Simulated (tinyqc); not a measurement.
Raman line shape of confined optical phonons and breathing modes of small crystals: one step, computed by the program tinyqc.

Confinement in 2 direction(s) lets phonons with q away from zero scatter light. q is in units of 2 pi/a, from 0 to 1, and the branch is isotropic: omega(q)^2 = (omega_0^2 + omega_X^2)/2 + ((omega_0^2 - omega_X^2)/2) cos(pi q). The model and its constant beta are phenomenological; beta = 8 is the common choice.

Task: Intensity at one frequency. Weight W(q) = q^1 exp(-(2 L q/a)^2/(2 beta)) dq, that is exp(-k^2 L^2/(2 beta pi^2)) for k = 2 pi q/a. I(omega) = int W(q) / [(omega - omega(q))^2 + (Gamma_0/2)^2] dq / int W dq x (Gamma_0/2)^2, by 400 Gauss-Legendre points on 0 < q < min(1, 2.5 a sqrt(2 beta)/L). Bulk Lorentzian 1/(1 + (2 offset/Gamma)^2); mean shift = weighted mean of omega(q) less the bulk frequency.

Inputs (values chosen for the exercise, modelled on diamond):
```
quantity                                value      unit
bulk frequency omega_0                   1332      1/cm
frequency at the zone boundary omega_X   1210      1/cm
natural width Gamma_0                     1.8      1/cm
lattice constant a                      3.567  angstrom
size L                                    3.2        nm
confinement constant beta                   3         -
probe offset omega - omega_0              -13      1/cm
```

Shape: wire.

Give: I at the probe offset; bulk Lorentzian there; mean shift, from the weights.

Result:

I at the probe offset = 0.050560

bulk Lorentzian there = 0.0047700

mean shift, from the weights = -5.2122 1/cm
